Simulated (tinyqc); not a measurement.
Changing the critical dose Q_c: permeation of metal atoms or ions through a thin barrier or dielectric: time lag, field-aided drift and lifetime. Computed by tinyqc, a small Python program. Command: `OMP_NUM_THREADS=1 python tinyqc.py 3013706 3013707 out.jsonl barrier sweep`. One thread of a shared host (Intel(R) Xeon(R) Processor @ 2.30GHz), about 0.02 s of CPU time with the checks.

The film 0 < x < d is empty at first; C = C0 at x = 0 and C = 0 at x = d. dC/dt = D d2C/dx2.

Inputs (values chosen for the exercise, for a model case: neutral metal atoms through a barrier): thickness d = 2.1 nm; prefactor D0 = 2 cm^2/s; activation energy E = 1.41 eV; concentration at the source side C0 = 1.1e+17 1/cm^3; charge number z = 0; voltage V (positive drives ions across) = 0 V; test temperature T = 100 C; use temperature T_u = 70 C.

Constants: k_B = 8.617333262e-05 eV/K.

Method:
- D = D0 exp(-E/(k_B T)); time scale d^2/D; Peclet number P = z V/(k_B T), k_B T in eV; 1 nm = 1e-7 cm.
- Temperatures in kelvin are T(C) + 273.15.
- Steady flux J = (D C0/d) P/(1 - exp(-P)); time lag in units of d^2/D: s_L = [P (1 + exp(-P))/(1 - exp(-P)) - 2]/P^2 (P = 0: J = D C0/d, s_L = 1/6).
- Dose through the film Q(s) = C0 d {f (s - s_L) - 2 exp(P/2) sum_(n=1..200) (-1)^n n^2 pi^2 exp(-l_n s)/l_n^2}, l_n = n^2 pi^2 + P^2/4, f = P/(1 - exp(-P)) the relative flux.
- Solve Q = Q_c for s. At the use temperature D and P take T_u, with the same C0 and V; 1 year = 3.15576e7 s.

One run for each value:
```
critical dose Q_c (1/cm^2)  failure time at T (s)  s at the critical dose  failure time at T_u (years)
2.00e+07                                1.489e+04               6.109e-02                    2.181e-02
2.00e+08                                2.500e+04               1.026e-01                    3.662e-02
2.00e+09                                5.677e+04               2.329e-01                    8.316e-02
2.00e+10                                2.516e+05               1.032e+00                    3.686e-01
2.00e+11                                2.151e+06               8.825e+00                    3.151e+00
2.00e+12                                2.114e+07               8.675e+01                    3.097e+01
2.00e+13                                2.111e+08               8.660e+02                    3.092e+02
```

Describe and explain the trends.

Over the rows, failure time at T (s) rises from 14900 to 2.11e8 (exponent d ln y / d ln x 0.23 between the first rows and 1.00 between the last); s at the critical dose rises from 0.0611 to 866 (exponent d ln y / d ln x 0.23 between the first rows and 1.00 between the last); failure time at T_u (years) rises from 0.0218 to 309 (exponent d ln y / d ln x 0.23 between the first rows and 1.00 between the last). At the high end the exponent of failure time at T is 1.00, close to 1: steady flow.

Caution (all rows): grain boundaries, pinholes, trapping and space charge are left out; thin real barriers usually fail at defects.
